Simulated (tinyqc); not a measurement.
Schottky barrier on an n-type semiconductor, non-linear Poisson equation by Newton steps: one step of the calculation.

One dimension, metal at x = 0, donor density C(x) = Nd, uniform. Energies are counted from the electron Fermi level of the semiconductor and the conduction-band edge is Ec = -psi, so n = Nc exp(psi/Vt); holes follow the Fermi level of the metal, at -V, so p = Nv exp((V - psi - Eg)/Vt). Ends: psi(0) = V - phiB and psi = Vt ln(Nd/Nc) deep inside. Boltzmann statistics, full ionisation, no current, no image force in the Poisson equation.

Task. End potentials, built-in voltage, Debye length. psi_0 = V - phiB, psi_b = Vt ln(Nd/Nc), Vbi = phiB - Vt ln(Nc/Nd), LD = sqrt(eps0 eps_r Vt/(q Nd)), W = sqrt(2 eps0 eps_r (Vbi - V)/(q Nd)), hole density at the metal p_0 = Nv exp((phiB - Eg)/Vt).

Values chosen for this exercise; band and dielectric values close to those of indium phosphide:
- T = 293 K (temperature)
- Eg = 1.36 eV (band gap)
- eps_r = 12.5 (relative permittivity)
- Nc = 5.6e17 cm^-3 (conduction-band density of states at T)
- Nv = 1.07e19 cm^-3 (valence-band density of states at T)
- Nd = 1.9e16 cm^-3 (donor density deep in the semiconductor)
- phiB = 0.71 eV (barrier height)
- V = -0.6 V (bias of the metal against the semiconductor)

Constants: q = 1.602176634e-19 C, kB = 1.380649e-23 J/K, Vt = kB T/q, eps0 = 8.8541878128e-14 F/cm where lengths are in cm. Results are converted to the units shown.

Find: psi_0; psi_b; Vbi; LD; W for uniform Nd; p_0.

Result.

psi_0 = -1.310 V
psi_b = -0.08543 V
Vbi = 0.6246 V
LD = 30.30 nm
W for uniform Nd = 298.4 nm
p_0 = 7.063e7 cm^-3

The hole density at the metal is 3.7e-9 times Nd, so holes hardly matter.

Program tinyqc, `OMP_NUM_THREADS=1 python tinyqc.py 2020004 2020005 out.jsonl`; Intel Xeon 2.30GHz, shared host, one thread, about 0.04 s.
